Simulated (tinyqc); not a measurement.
Bandgap voltage reference from two bipolar transistors: one step of the calculation.

Two transistors of area 1 and N carry the same current I. Is(T) = Is (T/T0)^eta exp[(Vg0 q/kB)(1/T0 - 1/T)], VBE1 = Vt ln(I/Is(T)) + I rb, VBE2 = Vt ln(I/(N Is(T))) + I rb/N. The amplifier forces I R1(T) = VBE1 - VBE2 + Vos, with R(T) = R (1 + tc (T - T0)) for both resistors, and the output is Vref = VBE1 + I R2(T). Base currents and the Early effect are neglected.

Task. Operating point at the reference temperature. Vt = kB T/q; I = (Vt ln N + Vos)/(R1(T) - rb (1 - 1/N)). Evaluate at T = T0.

Inputs (values chosen for the exercise); values of the order met in silicon bipolar transistors:
- T0 = 323 K (reference temperature)
- Vg0 = 1.175 V (band-gap voltage extrapolated to 0 K)
- eta = 3.6 (temperature exponent of the saturation current)
- Is = 4.4e-18 A (saturation current of the unit transistor at T0)
- N = 15 (area ratio of the second transistor)
- R1 = 3.7 kohm (resistor across which the difference of VBE falls, at T0)
- tc = 0 ppm/K (temperature coefficient of both resistors)
- Vos = 0 mV (offset of the amplifier)
- rb = 0 ohm (series resistance of the unit transistor)
- R2 = 21.06 kohm (output resistor at T0)

Constants: q = 1.602176634e-19 C, kB = 1.380649e-23 J/K. Results are converted to the units shown.

Find: Vt; I; Is(T); VBE1; I R2; Vref.

Result.

Vt = 0.027834 V
I = 20.372 uA
Is(T) = 4.4000e-18 A
VBE1 = 0.81174 V
I R2 = 0.42903 V
Vref = 1.2408 V

Numbers from tinyqc (`OMP_NUM_THREADS=1 python tinyqc.py 2062121 2062122 out.jsonl`; about 0.02 s on one thread of a shared Intel Xeon 2.30GHz).
